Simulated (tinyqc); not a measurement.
Comparisons within one model: Wannier function of the lower band of a two-orbital chain. A value that a table varies takes the place of the one given here.

H(k) = [[-d/2 - 2 ta cos k, -t1 - t2 exp(-ik)], [-t1 - t2 exp(ik), d/2 - 2 tb cos k]], k in 1/a, Bloch sums with exp(ikR) and without the positions inside the cell. Mesh k_j = 2 pi j/N. Projection gauge: each lower eigenvector u is multiplied by the phase that makes <trial|u> real and positive (the one-band case of Loewdin orthogonalisation). Wannier amplitudes w(R) = (1/N) sum_k exp(ikR) u(k); hoppings H(R) = (1/N) sum_k exp(-ikR) E(k).

Parameters, chosen for this exercise: d = 1.13 eV (A at -d/2, B at +d/2); t1 = 1.69 eV (A-B in the cell); t2 = 0.89 eV (B to A of the next cell); ta = 0.24 eV (A-A between cells); tb = 0.28 eV (B-B between cells); xb = 0.46 a (position of B (A at 0)); th = 70 degrees (trial orbital cos(th) A + sin(th) B in cell 0).

## Convergence with the mesh

Centre and Omega_I from overlaps M_j = u_j^+ diag(1, exp(-i b xb)) u_(j+1), b = 2 pi/N: centre -(1/2 pi) sum arg M, Omega_I = (1/(N b^2)) sum (1 - |M|^2). Largest error of the Fourier interpolation on 41 points from 0 to pi.

Mesh:
```
N   centre (a)  Omega_I (a^2)  H(1) (eV)  largest error (meV)
3      0.12198        0.05544   -0.61202              221.779
4      0.12342        0.05949   -0.66747               40.375
6      0.12434        0.06871   -0.65791               10.102
8      0.12464        0.07303   -0.65709                3.549
12     0.12485        0.07647   -0.65698                0.444
16     0.12492        0.07773   -0.65698                0.058
24     0.12497        0.07867   -0.65698                0.001
```

What can be read from the table?

The interpolation error falls exponentially, from 40.4 meV at N = 4 to 0.444 at N = 12, because the hoppings decay exponentially for an isolated band (smallest gap 2.01 eV). Omega_I carries a finite-difference error and converges as a power: against the value 0.07945 on 400 points it is off by -0.00298 at N = 12 and -0.00078 at N = 24, an exponent of 1.94, near the limit 2.

## Choice of the trial orbital

N = 16. Centre, Omega_I and Omega_D from overlaps (b = 2 pi/N, M_j = u_j^+ diag(1, exp(-i b xb)) u_(j+1); Omega_D = (1/(N b^2)) sum (arg M_j + b centre)^2).

Trial angle:
```
th (deg)  smallest projection  centre (a)  Omega_I (a^2)  Omega_D (a^2)
0                       0.774      0.1249        0.07773        0.00715
15                      0.911      0.1249        0.07773        0.00053
30                      0.966      0.1249        0.07773        0.00092
45                      0.942      0.1249        0.07773        0.00676
60                      0.833      0.1249        0.07773        0.01994
75                      0.662      0.1249        0.07773        0.04817
90                      0.445      0.1249        0.07773        0.12100
```

What can be read from the table?

Omega_I is the same for all. Omega_D is smallest at 15 degrees (0.00053) and largest at 90 (0.12100). The centre does not move.

## Centre against ionicity

N = 24, d varied. Overlaps M_j = u_j^+ diag(1, exp(-i b xb)) u_(j+1), b = 2 pi/N; centre -(1/2 pi) sum arg M_j folded into [0, 1); Omega_I = (1/(N b^2)) sum (1 - |M_j|^2); charge moved is -2 times the shift of the centre from its value at d = 0 (a doubly filled band); weight on A averaged over the mesh.

Against d:
```
d (eV)  centre (a)  charge moved (e)  weight on A  Omega_I (a^2)
-6.0        0.4403           -0.4327        0.073         0.0169
-3.0        0.4062           -0.3645        0.173         0.0411
-1.5        0.3514           -0.2548        0.293         0.0711
-0.5        0.2745           -0.1012        0.425         0.0954
0.0         0.2239            0.0000        0.504         0.0994
0.5         0.1747            0.0986        0.581         0.0937
1.5         0.1032            0.2415        0.709         0.0693
3.0         0.0523            0.3434        0.826         0.0408
6.0         0.0195            0.4089        0.926         0.0170
```

What can be read from the table?

For large positive d the function sits on A (centre 0.019) and for large negative d on B at 0.46 (centre 0.440); at d = 0 it lies at 0.224, on the bond inside the cell, the stronger one. Among these rows the spread is largest at d = 0 eV.

## What each parameter does

N = 24: centre (folded into [0, 1)) and Omega_I from overlaps M_j = u_j^+ diag(1, exp(-i b xb)) u_(j+1), b = 2 pi/N: centre = -(1/2 pi) Im ln prod M_j, Omega_I = mean(1 - |M_j|^2)/b^2; and the first two hoppings H(R). Each row changes one parameter from the base and keeps the others.

Results:
```
case             centre (a)  Omega_I (a^2)  H(1) (eV)  H(2) (eV)
base                 0.1250         0.0787    -0.6570     0.0432
d = 1.43 eV          0.1069         0.0710    -0.6431     0.0388
t1 = 1.84 eV         0.1370         0.0753    -0.6640     0.0416
t2 = 0.79 eV         0.1324         0.0713    -0.6152     0.0347
ta = 0.34 eV         0.1342         0.0814    -0.7248     0.0475
xb = 0.51 a          0.1416         0.0880    -0.6570     0.0432
th = 80 degrees      0.1250         0.0787    -0.6570     0.0432
```

What can be read from the table?

The largest shifts from the base row, up to three for each result and ties (the steps differ in size, so this ranks the rows, not the parameters). centre (a): d -0.0180, xb +0.0166, t1 +0.0120; unchanged at the printed digits by th. Omega_I (a^2): xb +0.0094, d -0.0077, t2 -0.0074; unchanged at the printed digits by th. H(1) (eV): ta -0.0678, t2 +0.0418, d +0.0139; unchanged at the printed digits by xb and th. H(2) (eV): t2 -0.0085, d -0.0044, ta +0.0043; unchanged at the printed digits by xb and th. The trial angle is a choice of gauge and moves none of these; xb enters the position operator alone, so it leaves the hoppings.

(tinyqc, `OMP_NUM_THREADS=1 python tinyqc.py 1481118 1481119 out.jsonl`, Intel(R) Xeon(R) Processor @ 2.30GHz, 1 thread, shared host, about 0.1 s.)
